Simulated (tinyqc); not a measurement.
# Thin-film transistor with exponential tail and deep states, accumulation layer: what changes with what

An undoped film in accumulation, thicker than the space-charge layer. With band bending psi the Fermi level lies E0 - psi below the band edge. Free electrons n = n0 exp(psi/Vt) carry the current; electrons in two exponential distributions of traps, a = a0 exp(psi/Va) and d = d0 exp(psi/Vp), do not. Linear regime, ohmic contacts, traps in equilibrium.

Inputs (values chosen for the exercise); values close to those of amorphous indium gallium zinc oxide:
```
symbol   value        unit                                        meaning
T          270           K                                    temperature
eps_r       10                 relative permittivity of the semiconductor
Nc      5.1e18       cm^-3                     density of extended states
mb          19  cm^2/(V s)                                  band mobility
Nt      3.5e18       cm^-3                   total density of tail states
Tt         410           K         characteristic temperature of the tail
Nd      6.5e16       cm^-3                   total density of deep states
Td        1680           K  characteristic temperature of the deep states
E0        0.51          eV           bulk Fermi level below the band edge
Ci          17     nF/cm^2                               gate capacitance
WL           5                                                  ratio W/L
Vd         0.2           V                                  drain voltage
Vg          10           V                   gate voltage above flat band
```

Constants: q = 1.602176634e-19 C, kB = 1.380649e-23 J/K, Vt = kB T/q, eps0 = 8.8541878128e-14 F/cm where lengths are in cm. Results are converted to the units shown.

Each table varies one quantity; the others keep the values above.

## Effect of the characteristic temperature of the tail

Va = kB Tt/q, Vp = kB Td/q; n0 = Nc exp(-E0/Vt), a0 = Nt th(T/Tt) exp(-E0/Va), d0 = Nd th(T/Td) exp(-E0/Vp), th(x) = pi x/sin(pi x). G(psi) = sum over the three kinds of c0 [V (exp(psi/V) - 1) - psi], field F = sqrt(2 q G/(eps0 eps_r)); Vg = psi + eps0 eps_r F/Ci at the surface. Total charge Q = Ci (Vg - psi_s); free charge Qf = q times the integral of n0 (exp(psi/Vt) - 1)/F over psi from 0 to psi_s; I = (W/L) mb Qf Vd; effective mobility mb Qf/Q.

Results:

| Tt (K) | E0 - psi_s (eV) | Q (nC/cm^2) | free share (%) | effective mobility (cm^2/(V s)) | I (nA) |
|---|---|---|---|---|---|
| 340 | 0.05122 | 162.2 | 11.03 | 2.095 | 339.8 |
| 380 | 0.04905 | 162.2 | 11.65 | 2.213 | 358.9 |
| 420 | 0.04932 | 162.2 | 11.14 | 2.116 | 343.1 |
| 500 | 0.05315 | 162.2 | 8.929 | 1.697 | 275.2 |
| 540 | 0.05604 | 162.3 | 7.698 | 1.463 | 237.4 |
| 580 | 0.05939 | 162.3 | 6.522 | 1.239 | 201.2 |
| 620 | 0.06314 | 162.4 | 5.444 | 1.034 | 168.0 |

Estimate the missing row, Tt = 460 K.

Computed row:

| Tt (K) | E0 - psi_s (eV) | Q (nC/cm^2) | free share (%) | effective mobility (cm^2/(V s)) | I (nA) |
|---|---|---|---|---|---|
| 460 | 0.05084 | 162.2 | 10.13 | 1.924 | 312.1 |

With this row back in the table: As Tt goes from 340 to 620 K, the free share goes from 11.0 through a maximum of 11.6 (at Tt = 380 K among the rows listed) to 5.44 %, the distance of the Fermi level from the edge goes from 0.0512 through a minimum of 0.0491 (at Tt = 380 K among the rows listed) to 0.0631 eV and the current goes from 340 through a maximum of 359 (at Tt = 380 K among the rows listed) to 168 nA. Q varies by only 0.15 %: the gate sets the charge, the traps decide how much of it moves. For Tt = 340 to 580 K the th form, which assumes a Fermi level far below the edge, overcounts the filled tail at the surface by more than 15 %.

## Effect of the total density of tail states

Same model as above.

Results:

| Nt (cm^-3) | E0 - psi_s (eV) | Q (nC/cm^2) | free share (%) | effective mobility (cm^2/(V s)) | I (nA) |
|---|---|---|---|---|---|
| 1.2e17 | 0.01019 | 161.5 | 67.35 | 12.80 | 2067 |
| 6.2e17 | 0.01832 | 161.6 | 45.40 | 8.625 | 1394 |
| 1.4e18 | 0.02896 | 161.8 | 27.77 | 5.276 | 853.7 |
| 3.3e18 | 0.04757 | 162.1 | 12.12 | 2.303 | 373.4 |
| 7.6e18 | 0.07179 | 162.6 | 4.223 | 0.8024 | 130.4 |
| 1.8e19 | 0.1000 | 163.0 | 1.249 | 0.2373 | 38.69 |

Estimate the missing row, Nt = 2.7e17 cm^-3.

Computed row:

| Nt (cm^-3) | E0 - psi_s (eV) | Q (nC/cm^2) | free share (%) | effective mobility (cm^2/(V s)) | I (nA) |
|---|---|---|---|---|---|
| 2.7e17 | 0.01275 | 161.5 | 59.34 | 11.28 | 1821 |

With this row back in the table: As Nt goes from 1.2e17 to 1.8e19 cm^-3, the free share falls from 67.4 to 1.25 %, the distance of the Fermi level from the edge rises from 0.0102 to 0.100 eV and the current falls from 2070 to 38.7 nA. Q varies by only 0.94 %: the gate sets the charge, the traps decide how much of it moves. For Nt = 1.2e17 to 1.4e18 cm^-3 the surface Fermi level is within 2 Vt of the band edge, where the exponential forms fail. In every row the th form, which assumes a Fermi level far below the edge, overcounts the filled tail at the surface by more than 15 %.

Numbers from tinyqc (`OMP_NUM_THREADS=1 python tinyqc.py 2610001 2610002 out.jsonl`; about 0.01 s on one thread of a shared Intel Xeon 2.30GHz).
